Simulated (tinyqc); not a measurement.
# Single-electron transistor, orthodox theory and master equation: the Coulomb oscillation

A metal island with n extra electrons joins the left lead (voltage V) and the right lead (0 V) by tunnel junctions and couples to a gate. Cs = CL + CR + Cg. Adding electron n + 1 costs mu(n) = [q (n + 1/2) - CL V - Cg Vg]/Cs (in volts); the Fermi levels are -V (left) and 0 (right). A jump that gains the energy W has the rate G(W) = (W/q)/(R [1 - exp(-W/Vt)]), W in volts, Vt = kB T/q. Sequential tunnelling only; I > 0 flows from left to right.

Here V = 5.3 mV. Onto the island: from the left W = -V - mu(n), from the right W = -mu(n); off the island (n + 1 to n): to the left W = mu(n) + V, to the right W = mu(n). Steady state: p(n + 1)/p(n) = (sum of on rates)/(sum of off rates), normalised. I = q sum_n [p(n + 1) (off to left) - p(n) (on from left)]. Enough charge states are kept that the digits shown do not change.

Inputs (values chosen for the exercise): capacitance of the left junction CL = 5.2 aF; capacitance of the right junction CR = 3.1 aF; gate capacitance Cg = 0.91 aF; resistance of the left junction RL = 81 kohm; resistance of the right junction RR = 1600 kohm; temperature T = 7.3 K.

Constants: q = 1.602176634e-19 C, kB = 1.380649e-23 J/K, Vt = kB T/q. Results are converted to the units shown.

The Coulomb oscillation:

| Vg (mV) | I (nA) | mean n |
|---|---|---|
| 0 | 6.588e-4 | 0.000 |
| 17.6 | 0.004457 | 0.000 |
| 35.2 | 0.04089 | 0.000 |
| 52.8 | 0.2570 | 0.004 |
| 70.4 | 0.8857 | 0.019 |
| 88 | 1.728 | 0.082 |
| 106 | 1.766 | 0.408 |
| 123 | 0.4644 | 0.885 |
| 141 | 0.04267 | 0.992 |
| 158 | 0.003719 | 0.999 |
| 176 | 6.577e-4 | 1.000 |
| 194 | 0.004658 | 1.000 |
| 211 | 0.03964 | 1.000 |
| 229 | 0.2601 | 1.004 |

I is largest, 1.77 nA, at Vg = 106 mV and smallest, 6.58e-4 nA, at 176 mV among the rows; the pattern repeats every q/Cg = 176 mV. At zero temperature current flows while mu(0) lies between -V and 0, for Vg from 57.7 to 111 mV; the mean n moves from 0.00 to 1.00 over the table.

Range of the model: Cotunnelling, which dominates deep in the blockade, is left out. A junction resistance within a factor of four of h/q^2 = 25.8 kohm strains the orthodox theory.

Computed by the program tinyqc: `OMP_NUM_THREADS=1 python tinyqc.py 2780038 2780039 out.jsonl`, one thread of a shared Intel Xeon 2.30GHz, about 0.01 s for the whole run.
